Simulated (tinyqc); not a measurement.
From results to parameters: minimal-basis H2. Computed by the program tinyqc with PySCF.

Problem. For two electrons in the two orbitals of minimal-basis H2, the CIS energies are e2 - e1 - J12 + 2 K12 and e2 - e1 - J12, and E_corr = D - sqrt(D^2 + K12^2) with 2D the energy of the double excitation. Find J12, K12, D, the MP2 energy and the weight of the double excitation.

orbital gap e2 - e1 = 0.62154076 hartree
CIS singlet and triplet energies (hartree): 0.503399  0.054076
FCI correlation energy = -0.07718667 hartree

Solution. Half the singlet-triplet splitting is K12, the gap less the triplet energy is J12, D = (E_corr^2 - K12^2)/(2 E_corr), MP2 is -K12^2/(2 gap), and the weight is c^2/(1 + c^2) with c = E_corr/K12.

J12, K12, D (hartree): 0.5675  0.2247  0.2884
MP2 correlation energy = -0.04060 hartree
weight of the double excitation = 0.106
